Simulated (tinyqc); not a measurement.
# Equation-of-state fits to an energy-volume table made by a known binding curve, step by step

A worked calculation. Computed by tinyqc, a small Python program that keeps every step. Command: `OMP_NUM_THREADS=1 python tinyqc.py 3008387 3008388 out.jsonl eosfit walk`. One thread of a shared host (Intel(R) Xeon(R) Processor @ 2.30GHz), about 0.03 s of CPU time with the checks. Intermediate numbers are printed to about 7 digits and carried at full precision; extremes and crossings named in words are read from the listed rows.

With x = (V/V_0)^(1/3), the energy per atom is E = -D [1 + eta (x - 1)] exp(-eta (x - 1)), so that B0 = D eta^2/(9 V_0) and B' = 1 + 2 eta/3. B' = dB/dP at P = 0.

Inputs (values chosen for the exercise, for a model crystal):
```
quantity                                 value             unit
cohesive energy D                         7.87          eV/atom
true volume V_0                           39.3  angstrom^3/atom
stiffness eta                             3.85                -
half-width of the volume window w         0.06                -
shift of the window centre s             0.029                -
points N                                     7                -
compression V/V_0 for the pressure test    0.8                -
noise amplitude                          0.075              meV
```

Binding curve: universal binding. Noise: added.

Constants: 1 eV/angstrom^3 = 160.2176634 GPa.

## Exact values of the curve

B0 and B' from the formulas above; P = -dE/dV at V = c V_0 (c the compression chosen), from the curve itself.

exact B0 = 52.84106 GPa

exact B' = 3.566667

exact pressure at c V_0 = 17.37665 GPa

## Energy-volume table

numbers xi_j, drawn evenly from -1 to 1: 0.8899  0.9914  -0.8995  -0.2134  0.1258  0.3462  0.4887

Table: V_j = V_0 [1 + s + w (2 j/(N - 1) - 1)], j = 0..N-1, rounded to 0.001; E_j from the curve plus the noise amplitude times the listed numbers xi_j (xi_0 first), rounded to 1e-7 eV.

Table:
```
V (angstrom^3)      E (eV)
38.082          -7.8634039
38.868          -7.8691293
39.654          -7.8695488
40.440          -7.8647958
41.226          -7.8555245
42.012          -7.8421146
42.798          -7.8249263
```

## Birch-Murnaghan fit

Third-order Birch-Murnaghan is a cubic in u = V^(-2/3): fit it by linear least squares, find the minimum, and take B0 = V E''(V), B' = -1 - V E'''/E'' there.

fitted E0 = -7.870003 eV

fitted V0 = 39.30407 angstrom^3

fitted B0 = 53.13330 GPa

fitted B' = 3.664887

root-mean-square residual = 0.03156820 meV

Against the exact curve V0 is off by +0.010 %, B0 by +0.55 % and B' by +2.8 %.

## Errors of the Birch-Murnaghan fit

Errors are fitted minus exact, relative; the pressure at c V_0 uses P = (3 B0/2) (x^7 - x^5) [1 + (3/4)(B' - 4)(x^2 - 1)], x = (V0/V)^(1/3) with the fitted values.

error of B0 = 0.5530600 %

error of B' = 2.753832 %

fitted pressure at c V_0 = 17.80670 GPa

error of that pressure = 2.474860 %

## Vinet fit by Gauss-Newton steps

Vinet: E = E0 + (9 B0 V0/h^2) {1 + [h (1 - x) - 1] exp(h (1 - x))}, P = 3 B0 (1 - x) x^-2 exp(h (1 - x)), x = (V/V0)^(1/3), h = (3/2)(B' - 1). Gauss-Newton steps on (E0, V0, B0, B'): solve J d = r by least squares, r the residuals and J their derivatives (central differences, relative step 1e-5); start from the parabola fit in V with B' = 4; stop when all relative changes are below 1e-7.

Iterations:
```
step    E0 (eV)  V0 (angstrom^3)  B0 (GPa)        B'  rms residual (meV)
0     -7.869492         39.31767  46.79538  4.000000            2.509316
1     -7.870003         39.30246  53.13942  3.588963            0.063753
2     -7.870003         39.30425  53.13461  3.641279            0.031198
3     -7.870003         39.30425  53.13433  3.641220            0.031198
4     -7.870003         39.30425  53.13433  3.641220            0.031198
```

B0, Vinet = 53.13433 GPa

B', Vinet = 3.641220

## Five forms on the same table

Murnaghan: E = E0 + (B0 V/B') [(V0/V)^B'/(B' - 1) + 1] - B0 V0/(B' - 1), P = (B0/B') [(V0/V)^B' - 1]. Birch-Murnaghan: E = E0 + (9 V0 B0/16) [y^3 B' + y^2 (2 - 4 y)], y = (V0/V)^(2/3) - 1; P = (3 B0/2) (x^7 - x^5) [1 + (3/4)(B' - 4)(x^2 - 1)], x = (V0/V)^(1/3). All are least-squares fits to the energies; for polynomials in V, B0 = V E'' and B' = -1 - V E'''/E'' at the minimum.

Fitted values:
```
form             V0 (angstrom^3)  B0 (GPa)         B'  P at c V_0 (GPa)
exact                   39.30000  52.84106   3.566667          17.37665
parabola in V           39.31767  46.79538  -1.000000                 -
cubic in V              39.30818  53.05065   3.102457                 -
Murnaghan               39.30333  53.14351   3.765543          18.59685
Birch-Murnaghan         39.30407  53.13330   3.664887          17.80670
Vinet                   39.30425  53.13433   3.641220          17.62555
```

In B0 the cubic in V form comes closest (+0.40 %) and the parabola in V form misses most (-11.44 %). A parabola in V has no third derivative, so its B' is -1 by construction. At c V_0, beyond the window, the pressure errors are Murnaghan +7.0 %, Birch-Murnaghan +2.5 %, Vinet +1.4 %; Murnaghan keeps B linear in P and so runs too stiff under compression.

## The width of the window

The table is made anew for each w.

Errors (%):
```
w     B0, parabola  B0, cubic  B0, Murnaghan  B0, Birch-Murnaghan  B0, Vinet  B', Birch-Murnaghan
0.03       -10.958      2.704          3.514                3.404      3.360               20.877
0.05       -11.524      0.546          0.950                0.892      0.885                4.586
0.08       -10.985      0.568          0.167                0.248      0.270                1.365
0.12        -9.326      1.731         -0.346                0.018      0.101                0.653
0.16        -6.838      3.608         -0.867               -0.115      0.052                0.410
0.22        -1.533      7.710         -1.808               -0.306      0.025                0.133
```

The Birch-Murnaghan error of B0 is smallest among these at w = 0.12 (0.018 % in size); it is 3.404 % at the narrowest and 0.306 % at the widest. A narrow window magnifies the noise, since the energy range shrinks as w^2, and a wide one exposes the form. The Vinet form is the binding curve itself here, so its error comes from noise and rounding alone. At the widest window the errors of B0 are -1.5 % for the parabola and +7.7 % for the cubic in V.

Checks made by the program: nonlinear Birch-Murnaghan fit against the linear one (relative difference 2e-09).
